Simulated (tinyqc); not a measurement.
What moves the results: optical gain and spontaneous emission in a bulk direct-gap semiconductor. A value that a table varies takes the place of the one given here.

Parabolic bands, vertical transitions, no excitons. For each hole band j: mr = me mj/(me + mj); joint density of states J_j(E) = (mr/c)^(3/2) sqrt(E - Eg)/(2 pi^2), both spins, c = hbar^2/2m0; averaged matrix element |e.p|^2 = m0 Ep/6; alpha_j(E) = 4 pi^2 alpha_f c Ep J_j/(3 nr E) in 1/angstrom (alpha_f the fine-structure constant, listed as alpha among the constants), times 1e8 for 1/cm.

F_j(eta) = (1/Gamma(j + 1)) integral_0^infinity x^j dx/(1 + exp(x - eta)), which tends to exp(eta) for eta << 0.

Quasi-Fermi levels: n = Nc F_1/2(Fc/kT) and p = Nv F_1/2(Fv/kT), Fc counted up from the conduction edge and Fv down from the valence edge; Nc, Nv from N = 2 (m kB T/(4 pi c))^(3/2) with c = hbar^2/2m0, in 1/angstrom^3; times 1e24 for 1/cm^3, with me and (mhh^(3/2) + mlh^(3/2))^(2/3).

For band j the electron sits at Ee = (E - Eg) mr/me above its edge and the hole at Eh = (E - Eg) mr/mj; fe = 1/(1 + exp((Ee - Fc)/kT)), fh = 1/(1 + exp((Eh - Fv)/kT)); gain g = sum_j alpha_j (fe + fh - 1).

Spontaneous rate: R = integral of (nr E/(hbar c))^2/(pi^2 hbar) sum_j alpha_j fe fh dE, with alpha in 1/cm and (nr E/(hbar c))^2 in 1/cm^2 (1e16 per 1/angstrom^2); B = R/(n p); lifetime n/R.

Constants: hbar^2/2m0 = 3.80998211 eV angstrom^2; fine-structure constant alpha = 0.007297352564; kB = 8.617333262e-05 eV/K; hbar = 6.58211957e-16 eV s; hbar c = 1973.269805 eV angstrom.

Inputs chosen for the exercise (near those of GaAs; shifted at random, so the results belong to these values and not to a real crystal):

| symbol | value | unit | meaning |
|---|---|---|---|
| Eg | 1.408 | eV | direct gap |
| me | 0.0651 | m0 | electron mass |
| mhh | 0.479 | m0 | heavy-hole mass |
| mlh | 0.0847 | m0 | light-hole mass |
| Ep | 26.4 | eV | Kane energy |
| nr | 3.59 |  | refractive index |
| T | 300 | K |  |
| n | 1.7e+18 | 1/cm^3 | injected density, n = p |

## Peak gain against injection

The peak is the largest g over E; a dash marks no gain.

Gain:

| n (1/cm^3) | Fc (eV) | Fv (eV) | peak gain (1/cm) | peak E - Eg (eV) | B (cm^3/s) |
|---|---|---|---|---|---|
| 5.8e+17 | 0.0210 | -0.0701 | - | - | 2.47e-10 |
| 9.4e+17 | 0.0410 | -0.0573 | - | - | 2.32e-10 |
| 1.3e+18 | 0.0568 | -0.0485 | 32 | 0.0028 | 2.19e-10 |
| 1.6e+18 | 0.0682 | -0.0428 | 164 | 0.0091 | 2.09e-10 |
| 2.1e+18 | 0.0850 | -0.0353 | 427 | 0.0189 | 1.95e-10 |
| 2.7e+18 | 0.1030 | -0.0282 | 746 | 0.0298 | 1.81e-10 |
| 3.5e+18 | 0.1245 | -0.0207 | 1140 | 0.0427 | 1.66e-10 |
| 4.7e+18 | 0.1535 | -0.0118 | 1659 | 0.0591 | 1.48e-10 |

transparency density (Fc + Fv = 0) = 1.17e+18 1/cm^3

Gain starts at 1.17e+18 1/cm^3, where Fc = -Fv = 0.0514 eV: with Nv/Nc = 21 the electrons must be degenerate before the holes are. The slope of peak gain against n is 4.40e-16 cm^2 between the first two rows with gain and 4.33e-16 between the last two; the peak moves from 0.0028 to 0.0591 eV above the gap as the bands fill, and B falls by a factor 1.67. Line broadening and gap shrinkage are left out.

## Gain spectrum

At the density n.

Spectrum:

| E - Eg (eV) | alpha, empty (1/cm) | fe, heavy | fh, heavy | g (1/cm) |
|---|---|---|---|---|
| 0.005 | 1906 | 0.931 | 0.166 | 182 |
| 0.010 | 2686 | 0.919 | 0.163 | 214 |
| 0.020 | 3772 | 0.890 | 0.156 | 166 |
| 0.030 | 4588 | 0.852 | 0.150 | 11 |
| 0.045 | 5561 | 0.776 | 0.142 | -408 |
| 0.060 | 6356 | 0.675 | 0.134 | -1060 |
| 0.080 | 7240 | 0.513 | 0.123 | -2267 |
| 0.100 | 7987 | 0.347 | 0.114 | -3714 |
| 0.130 | 8929 | 0.161 | 0.100 | -5858 |
| 0.170 | 9952 | 0.047 | 0.085 | -8102 |
| 0.220 | 10974 | 0.009 | 0.068 | -9965 |

Fc + Fv = 0.0306 eV

g is positive below E - Eg = 0.0306 eV; the largest value listed is 214 1/cm at 0.010 eV. At 0.220 eV above the gap g is -0.91 times the absorption of the empty crystal, whose limit is -1.

## Transparency density and B against temperature

Eg is held fixed; B is taken at n = 1e15 1/cm^3.

Results:

| T (K) | transparency density (1/cm^3) | Fc/kT there | B (cm^3/s) |
|---|---|---|---|
| 100 | 2.25e+17 | 1.988 | 1.42e-09 |
| 150 | 4.13e+17 | 1.988 | 7.74e-10 |
| 200 | 6.37e+17 | 1.988 | 5.05e-10 |
| 250 | 8.90e+17 | 1.988 | 3.63e-10 |
| 300 | 1.17e+18 | 1.988 | 2.78e-10 |
| 350 | 1.47e+18 | 1.988 | 2.21e-10 |
| 400 | 1.80e+18 | 1.988 | 1.82e-10 |
| 500 | 2.52e+18 | 1.988 | 1.31e-10 |

Fc/kT at transparency stays at 1.988, since it depends on Nv/Nc alone, so the density goes as T^1.50. B goes as T^-1.48, against T^-1.5 for non-degenerate carriers: hot carriers spread over k and fewer pairs share a wave vector.

## What moves transparency and gain

Transparency is Fc + Fv = 0; the peak is the largest g over E at the density n (0 if none). Each row changes one parameter from the base and keeps the others.

Results:

| case | transparency density (1/cm^3) | Fc + Fv (eV) | peak gain (1/cm) |
|---|---|---|---|
| base | 1.17e+18 | 0.0306 | 214 |
| me = 0.0749 m0 | 1.34e+18 | 0.0187 | 137 |
| mhh = 0.287 m0 | 9.07e+17 | 0.0501 | 566 |
| Ep = 29 eV | 1.17e+18 | 0.0306 | 236 |
| T = 340 K | 1.41e+18 | 0.0167 | 79 |
| n = 2.21e+18 1/cm^3 | 1.17e+18 | 0.0546 | 487 |
| nr = 3.77 | 1.17e+18 | 0.0306 | 204 |

The largest shifts from the base row, up to three for each result and ties (the steps differ in size, so this ranks the rows, not the parameters). transparency density (1/cm^3): mhh -2.62e+17, T +2.42e+17, me +1.69e+17; unchanged at the printed digits by Ep, n and nr. Fc + Fv (eV): n +0.0241, mhh +0.0196, T -0.0139; unchanged at the printed digits by Ep and nr. peak gain (1/cm): mhh +351, n +272, T -136.

Program tinyqc; command `OMP_NUM_THREADS=1 python tinyqc.py 1651612 1651613 out.jsonl`; about 0.08 s on one thread of a shared Intel(R) Xeon(R) Processor @ 2.30GHz.
